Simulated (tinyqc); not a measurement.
Implant damage, amorphisation by cascade overlap, and solid-phase epitaxial regrowth: one step, computed by the program tinyqc. Command: `OMP_NUM_THREADS=1 python tinyqc.py 3112797 3112798 out.jsonl sper walk`. One thread of a shared host (Intel(R) Xeon(R) Processor @ 2.30GHz), about 0.01 s of CPU time with the checks.

Range and width of the damage are inputs. Dynamic annealing enters only through the surviving share f.

Task: The amorphous layer. Displaced share x(z) = f nu Q exp(-(z - R_d)^2/(2 s_d^2))/(sqrt(2 pi) s_d N); the layer is amorphous where x > x_c, between R_d -/+ s_d sqrt(2 ln(x_max/x_c)), the upper edge being cut at the surface. Threshold dose Q_c = Q x_c/x_max.

Inputs (values chosen for the exercise, modelled on germanium ions in silicon): atomic density N = 49.9 1/nm^3; depth of the damage peak R_d = 24 nm; width of the damage profile s_d = 12 nm; share of defects that survive f = 0.34; critical displaced share x_c = 0.15; dose Q = 1.5e+14 1/cm^2.

displacements per ion nu = 693.8131

Give: peak displaced share x_max; threshold dose Q_c; upper edge; lower edge.

Result:

peak displaced share x_max = 0.2357

threshold dose Q_c = 9.544e+13 1/cm^2

upper edge = 12.59 nm

lower edge = 35.41 nm

The layer is buried, so it regrows from both sides and the two fronts meet in a defect plane.
